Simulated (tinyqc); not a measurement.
# n-type polysilicon, carrier trapping at grain boundaries, step by step

tinyqc, about 0.01 s, one thread, Intel Xeon 2.30GHz (shared host): `OMP_NUM_THREADS=1 python tinyqc.py 2830212 2830213 out.jsonl` Printed values are rounded.

One-dimensional grains of size Lg, uniform ionised doping N, monovalent traps Qt at each boundary at a depth Et below (for electrons) or above (for holes) the band edge there, abrupt depletion of width W on each side of a boundary, Boltzmann statistics. xi is the distance from the band edge at the grain centre to the Fermi level. Trapped charge Qt/(1 + exp((xi + VB - Et)/Vt)) = 2 N W, barrier VB = q N W^2/(2 eps0 eps_r).

Inputs (values chosen for the exercise); values of the order met in polycrystalline silicon:
```
symbol    value        unit                                                              meaning
T           350           K                                                          temperature
eps_r      11.7                                                            relative permittivity
NB      3.53e19       cm^-3                               conduction-band density of states at T
Lg          180          nm                                                           grain size
Qt       1.8e12       cm^-2                                     trap density of a grain boundary
Et         0.42          eV  depth of the trap level from the majority band edge at the boundary
ms         0.58          m0                                         mass for thermionic emission
fe          0.5                                           correction factor of the emission rate
mug          44  cm^2/(V s)                                           mobility inside the grains
N        6.1e17       cm^-3                                                               doping
```

Constants: q = 1.602176634e-19 C, kB = 1.380649e-23 J/K, m0 = 9.1093837015e-31 kg, Vt = kB T/q, eps0 = 8.8541878128e-14 F/cm where lengths are in cm. Results are converted to the units shown.

## Starting value

W = 12 nm.

W at the start = 12 nm

## Iteration 1: new W

Partly depleted grain, xi = Vt ln(NB/N): f = 1/(1 + exp((xi + VB - Et)/Vt)), g = Qt f - 2 N W, g' = -2 Qt f (1 - f) VB/(W Vt) - 2 N, W(new) = W - g/g'.

VB = 0.0679263 V
f = 0.999507
g = 3.35113e11 cm^-2
g' = -1.22333e11 cm^-2/nm
W after iteration 1 = 14.7394 nm

## Iteration 2: new W

As before.

VB = 0.102478 V
f = 0.998452
g = -9.87353e8 cm^-2
g' = -1.23282e11 cm^-2/nm
W after iteration 2 = 14.7313 nm

## Iteration 3: new W

As before.

VB = 0.102367 V
f = 0.998458
g = -21659.3 cm^-2
g' = -1.23277e11 cm^-2/nm
W after iteration 3 = 14.7313 nm

## Course of the iteration

Stop when the step is below 1e-10 nm, or after 40 iterations.

Course of the iteration:

| iteration | W before the step (nm) | step (nm) |
|---|---|---|
| 1 | 12 | 2.74 |
| 2 | 14.7394 | -8.01e-3 |
| 3 | 14.7313 | -1.76e-7 |
| 4 | 14.7313 | < 1e-12 |

Converged in 4 iterations.

## Depletion width, Fermi level and barrier

If the trap equation with xi = Vt ln(NB/N) has a root W < Lg/2, the grain is partly depleted; otherwise W = Lg/2 and the trap equation gives xi = Et - VB + Vt ln(Qt/(N Lg) - 1). N* = Qt/Lg.

N* = 1e17 cm^-3
W = 14.7313 nm
xi = 0.122397 V
VB = 0.102367 V
share of traps filled = 0.998458

N is 6.10 N*, and the grain is partly depleted; VB = 3.39 Vt.

## Resistivity and effective mobility

n0 = NB exp(-xi/Vt); mean density n0 (1 - 2 W/Lg) by charge balance in a partly depleted grain, and n0 (sqrt(pi)/2) erf(u)/u with u = sqrt(VB/Vt) in a fully depleted one; v = sqrt(kB T/(2 pi ms m0)); barrier resistivity Vt exp(VB/Vt)/(q fe n0 v Lg); grain resistivity (1 - 2 W/Lg)/(q n0 mug); effective mobility 1/(q mean density total resistivity).

n0 = 6.1e17 cm^-3
mean density = 5.10154e17 cm^-3
v = 3.81529e6 cm/s
barrier resistivity = 0.267703 ohm cm
grain resistivity = 0.194482 ohm cm
resistivity = 0.462185 ohm cm
effective mobility = 26.4711 cm^2/(V s)

The resistivity is 1.99 times that of a single crystal with the same N and mobility mug, and the mean density is 83.6 % of N.
